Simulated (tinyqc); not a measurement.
A log to judge: nudged elastic band on a two-dimensional model surface. Computed by tinyqc. Command: `OMP_NUM_THREADS=1 python tinyqc.py 3025381 3025382 out.jsonl neb walk`. One thread of a shared host (Intel(R) Xeon(R) Processor @ 2.30GHz), about 0.2 s of CPU time with the checks.

V(x, y) = -A (cos kx + cos ky) - B cos kx cos ky + (C sin ky + S sin kx)(1 - cos kx), k = 2 pi/a; the atom hops from the minimum at (0, 0) to that at (a, 0).

Inputs (values chosen for the exercise, for a model surface):
```
quantity              value           unit
amplitude A            0.35             eV
amplitude B          0.0089             eV
skew C                0.059             eV
asymmetry S           0.055             eV
period a                3.7       angstrom
movable images n          6              -
spring constant k_s    0.18  eV/angstrom^2
step factor eta       0.012  angstrom^2/eV
iteration cap           100              -
```

Surface: adatom on a square lattice. Climbing image: on.

Method:
- Newton steps x(new) = x - H^-1 grad V (moves limited to 0.3 angstrom) from (0, 0), (a, 0) and (a/2, 0) give the two minima and the saddle.
- Tangent at image i: towards the higher neighbour if the energies rise or fall through i; at a maximum or minimum, tau = t+ dmax + t- dmin if V(i+1) > V(i-1), else t+ dmin + t- dmax, with t+ = R(i+1) - R(i), t- = R(i) - R(i-1) and dmax, dmin the larger and smaller of |V(i+1) - V(i)| and |V(i-1) - V(i)|; then normalise. Force F = -grad V + (grad V.tau) tau + k_s (|t+| - |t-|) tau.
- With a climbing image, the highest image feels instead F = -grad V + 2 (grad V.tau) tau and no spring.
- Update R(new) = R + eta F; the end points stay fixed.
- Start on the straight line; stop when the largest force is below 1e-4 or above 1e6 eV/angstrom.

Course of the band:
```
iteration  highest image (eV)  largest force (eV/angstrom)
1                    0.727622                     0.226214
2                    0.727366                     0.223329
3                    0.727114                     0.220481
4                    0.726866                     0.217668
5                    0.726621                     0.214892
6                    0.726379                     0.212151
7                    0.726141                     0.209445
8                    0.725907                     0.206773
9                    0.725677                     0.204135
...                       ...                          ...
92                   0.716267                     0.070363
93                   0.716227                     0.069467
94                   0.716189                     0.068583
95                   0.716151                     0.067710
96                   0.716114                     0.066848
97                   0.716078                     0.065998
98                   0.716043                     0.065158
99                   0.716009                     0.064329
100                  0.715976                     0.063510
```

Band at the end:
```
image  x (angstrom)  y (angstrom)    E (eV)
0           0.00000      0.000000  0.000000
1           0.52626     -0.052155  0.149485
2           1.06210     -0.103694  0.500230
3           1.65688     -0.135344  0.715976
4           2.12309     -0.132860  0.616952
5           2.64692     -0.100963  0.363921
6           3.17408     -0.045742  0.117253
7           3.70000      0.000000  0.000000
```

Can the last value be used, and what does the course show?

No. Not converged within 100 iterations: the residual falls at every step, but slowly, by a factor of about 0.987 a step. Reruns converge with step factor eta = 0.3, iteration cap = 600. Reruns still fail with step factor eta = 0.002, iteration cap = 600; and with iteration cap = 600.
